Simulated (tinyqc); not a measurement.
Stoner model of a band ferromagnet, step by step. Values are carried at full precision from step to step, so a last printed digit may differ when a step is redone from the rounded ones.

Density of states per atom and spin: flat with a rise to the top, D(e) = (M/W) [1 - sp + 4 sp (e/W + 1/2)^3]. Levels e -/+ I m/2 for up and down spin, m = n_up - n_down, n_up + n_down = nd. At zero temperature e(N) is the energy below which N states lie, and E(m) = sum over spins of integral e D de - I m^2/4.

Inputs chosen for the exercise: W = 5.9 eV (band width, e from -W/2 to W/2); M = 5 (states per atom and spin); nd = 4.8 (electrons per atom); sp = 0.23 (shape parameter); I = 1.3 eV (Stoner parameter).

## The paramagnetic state and the Stoner criterion

Find EF from nd/2 states per spin, D(EF) and the product I D(EF); below 1 the susceptibility is enhanced by 1/(1 - I D).

EF = 0.5176 eV
D(EF) = 0.8108 1/eV
I D(EF) = 1.0541

The paramagnet is unstable.

## Energy against moment

Tabulate the splitting that the band needs, e(n_up) - e(n_down), against I m, and E(m) - E(0), at nine moments up to saturation m_max = min(nd, 2M - nd).

Energy curve:
```
m      e(n_up) (eV)  e(n_down) (eV)  difference (eV)  I m (eV)  E - E(0) (meV)
0.000        0.5176          0.5176           0.0000    0.0000             0.0
0.600        0.8760          0.1362           0.7398    0.7800            -6.0
1.200        1.2113         -0.2669           1.4782    1.5600           -24.3
1.800        1.5243         -0.6893           2.2136    2.3400           -55.4
2.400        1.8163         -1.1271           2.9434    3.1200          -100.7
3.000        2.0890         -1.5760           3.6649    3.9000          -162.2
3.600        2.3440         -2.0316           4.3755    4.6800          -242.8
4.200        2.5830         -2.4903           5.0733    5.4600          -346.2
4.800        2.8076         -2.9500           5.7576    6.2400          -476.2
```

dE/dm is half of (difference - I m), so E falls wherever I m exceeds the difference.

## The ground state

Take the lowest of E(0), the stationary points e(n_up) - e(n_down) = I m, and saturation.

m = 4.800 muB
exchange splitting I m = 6.240 eV
E - E(0) = -476.2 meV

n_up, n_down: 4.800  0.000

The moment is saturated (a strong ferromagnet): the minority band is empty.

## Checks

- States in the band over M against 1: both 1.000000.

Program tinyqc; command `OMP_NUM_THREADS=1 python tinyqc.py 1680022 1680023 out.jsonl`; about 0.3 s on one thread of a shared Intel(R) Xeon(R) Processor @ 2.30GHz.
